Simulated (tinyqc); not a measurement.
A ladder of methods, and size consistency: correlation methods against full CI in the 6-31g basis, for H2, spin multiplicity 1. Computed by the program tinyqc with PySCF. All electrons correlated; +Q is the Davidson correction (1 - c0^2) E_corr. The last columns treat two copies 100 angstrom apart as one system. FCI is the lowest singlet.

Geometry (angstrom):
```
atom       x       y       z
H     0.0000  0.0000  0.0000
H     0.0000  0.0000  0.6490
```

RHF energy of one = -1.121042 hartree

Correlation energies (hartree):
```
method   E_corr of one  share of FCI (%)  E_corr of two at 100 angstrom  two minus twice one (mhartree)
MP2           -0.01639            71.413                       -0.03277                           0.000
CISD          -0.02295           100.000                       -0.04537                           0.521
CISD+Q        -0.02321           101.163                       -0.04639                           0.038
CCSD          -0.02295           100.000                       -0.04589                           0.000
CCSD(T)       -0.02295           100.000                       -0.04589                           0.000
FCI           -0.02295           100.000                              -                               -
```

What does the comparison show, and why?

MP2 recovers 71 %, CISD 100.0 % and CCSD 100.0 % of the FCI value (c0^2 = 0.988 in CISD). MP2 and coupled cluster are size consistent, so their last column vanishes; CISD loses 0.52 mhartree, since a double excitation on each copy is a quadruple of the pair, and the Davidson correction leaves +0.04. With two electrons, or one virtual orbital, CISD and CCSD are exact for one copy, so +Q overshoots there.
